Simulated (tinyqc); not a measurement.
# Barrier and mass from two Fowler-Nordheim currents

Problem. Fowler-Nordheim tunnelling through a dielectric follows J = A F^2 exp(-B/F), A = q^2 me/(16 pi^2 hbar m1 phi1) (A/V^2 with phi1 in volts), B = (4/3) sqrt(m1/C) phi1^1.5 (V/nm), C = hbar^2/(2 m0). Find B, A, phi1 and m1.

Parameters, values chosen for the exercise: emitter mass in the supply function me = 0.74 m0.

Constants: q = 1.602176634e-19 C, hbar = 1.054571817e-34 J s, m0 = 9.1093837015e-31 kg, hbar^2/(2 m0) = 0.0380998212 eV nm^2. Results are converted to the units shown.

J at F = 0.84 and 1.26 V/nm (A/cm^2): [2.1205625e5, 4.8267798e6]

Answer. The slope of ln(J/F^2) against 1/F is -B and the intercept gives A. A fixes the product m1 phi1, and B = (4/3) phi1 sqrt(m1 phi1/C) then gives phi1.

B = 5.832 V/nm
A = 3.111e-6 A/V^2
phi1 = 1.410 eV
m1 = 0.2600 m0

tinyqc, about 0.02 s, one thread, Intel Xeon 2.30GHz (shared host): `OMP_NUM_THREADS=1 python tinyqc.py 2540068 2540069 out.jsonl`
